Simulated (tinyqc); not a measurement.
What moves the results: conduction-band anticrossing with a localised impurity level. A value that a table varies takes the place of the one given here.

Host conduction band EM(k) = Eg - al x + c k^2/mM, c = hbar^2/2m0, coupled to a flat level EI by V = C sqrt(x): H = [[EM, V], [V, EI]], E+/- = (EM + EI)/2 +/- sqrt((EM - EI)^2/4 + V^2). The host weight of a state at E is f = 1/(1 + V^2/(E - EI)^2), and its mass at k = 0 is mM/f. The gap is E-(0), the valence top staying at 0.

Constants: hbar^2/2m0 = 3.80998211 eV angstrom^2.

Inputs chosen for the exercise (host near GaAs; shifted at random, so the results belong to these values and not to a real crystal): Eg = 1.538 eV (gap at Gamma to the s-like level); mM = 0.0662 m0 (mass of the host band); EI = 1.701 eV (impurity level, from the valence top of the host); C = 2.9 eV (coupling); al = 1.8 eV (linear shift of the host edge); x = 0.0036 (impurity fraction); aM = 106 meV/GPa (pressure coefficient of the host edge); aI = 39 meV/GPa (pressure coefficient of the level).

## Impurity fraction

The last column is the bowing that a quadratic law would need at that x, (Eg - gap)/(x (1 - x)), with equal end gaps.

Results:

| x (%) | E- (eV) | E+ (eV) | gap (eV) | host weight of E- | mass of E- | bowing (eV) |
|---|---|---|---|---|---|---|
| 0.1 | 1.4953 | 1.7419 | 1.4953 | 0.834 | 0.0794 | 42.7 |
| 0.2 | 1.4636 | 1.7718 | 1.4636 | 0.770 | 0.0860 | 37.3 |
| 0.5 | 1.3926 | 1.8374 | 1.3926 | 0.693 | 0.0955 | 29.2 |
| 1.0 | 1.3067 | 1.9143 | 1.3067 | 0.649 | 0.1020 | 23.4 |
| 2.0 | 1.1795 | 2.0235 | 1.1795 | 0.618 | 0.1071 | 18.3 |
| 3.0 | 1.0786 | 2.1064 | 1.0786 | 0.606 | 0.1093 | 15.8 |
| 5.0 | 0.9138 | 2.2352 | 0.9138 | 0.596 | 0.1111 | 13.1 |
| 8.0 | 0.7130 | 2.3820 | 0.7130 | 0.592 | 0.1118 | 11.2 |

The apparent bowing falls from 42.7 to 11.2 eV, so no single constant describes the gap: the part from the coupling goes as x while V is small against |EM - EI| and as sqrt(x) beyond (V = |Eg - EI| near x = 0.32 %), with the linear term al x on top; the fall of the gap goes as the power 0.80 of x between the first two rows and 0.59 between the last two. The mass of E- goes from 0.0794 to 0.1118, higher although the gap falls, against the usual k.p trend; with al = 0 the weight tends to 1/2 at large x.

## Pressure

Eg and EI move linearly with pressure; V is kept. The slope of E- is f aM + (1 - f) aI.

Results:

| P (GPa) | EM (eV) | EI (eV) | E- (eV) | E+ (eV) | host weight of E- | slope of E- (meV/GPa) |
|---|---|---|---|---|---|---|
| 0 | 1.5315 | 1.7010 | 1.4227 | 1.8098 | 0.719 | 87.2 |
| 1 | 1.6375 | 1.7400 | 1.5074 | 1.8701 | 0.641 | 82.0 |
| 2 | 1.7435 | 1.7790 | 1.5864 | 1.9362 | 0.551 | 75.9 |
| 3 | 1.8495 | 1.8180 | 1.6590 | 2.0085 | 0.455 | 69.5 |
| 4 | 1.9555 | 1.8570 | 1.7254 | 2.0871 | 0.364 | 63.4 |
| 5 | 2.0615 | 1.8960 | 1.7861 | 2.1714 | 0.285 | 58.1 |
| 6 | 2.1675 | 1.9350 | 1.8420 | 2.2605 | 0.222 | 53.9 |
| 7 | 2.2735 | 1.9740 | 1.8942 | 2.3533 | 0.174 | 50.6 |
| 8 | 2.3795 | 2.0130 | 1.9436 | 2.4490 | 0.137 | 48.2 |

The unmixed levels cross at 2.53 GPa, where E+ - E- has its minimum 2V = 0.348 eV and the weights are 1/2. The slope of E- falls from 87 to 48 meV/GPa, between the limits aM = 106 and aI = 39, as the state turns impurity-like. The X valleys, which pass below the Gamma edge of the host at high pressure, are left out.

## What each parameter does

At k = 0. Each row changes one parameter from the base and keeps the others.

Results:

| case | E- (eV) | E+ (eV) | gap (eV) | mass (m0) |
|---|---|---|---|---|
| base | 1.4227 | 1.8098 | 1.4227 | 0.0921 |
| EI = 1.651 eV | 1.4073 | 1.7752 | 1.4073 | 0.0999 |
| al = 2.3 eV | 1.4214 | 1.8093 | 1.4214 | 0.0918 |
| Eg = 1.588 eV | 1.4573 | 1.8252 | 1.4573 | 0.0999 |
| C = 3.335 eV | 1.3990 | 1.8336 | 1.3990 | 0.0953 |
| x = 0.00306 | 1.4355 | 1.7979 | 1.4355 | 0.0904 |
| mM = 0.07613 m0 | 1.4227 | 1.8098 | 1.4227 | 0.1059 |

The largest shifts from the base row, up to three for each result and ties (the steps differ in size, so this ranks the rows, not the parameters). E- (eV): Eg +0.0346, C -0.0238, EI -0.0154; unchanged at the printed digits by mM. E+ (eV): EI -0.0346, C +0.0238, Eg +0.0154; unchanged at the printed digits by mM. gap (eV): Eg +0.0346, C -0.0238, EI -0.0154; unchanged at the printed digits by mM. mass (m0): mM +0.0138, EI +0.0079, Eg +0.0079.

Computed by tinyqc, a small Python program: `OMP_NUM_THREADS=1 python tinyqc.py 1051238 1051239 out.jsonl` (the numbers bound the seed that draws the inputs); one thread of a shared host (Intel(R) Xeon(R) Processor @ 2.30GHz), about 0.01 s for the whole set of steps.
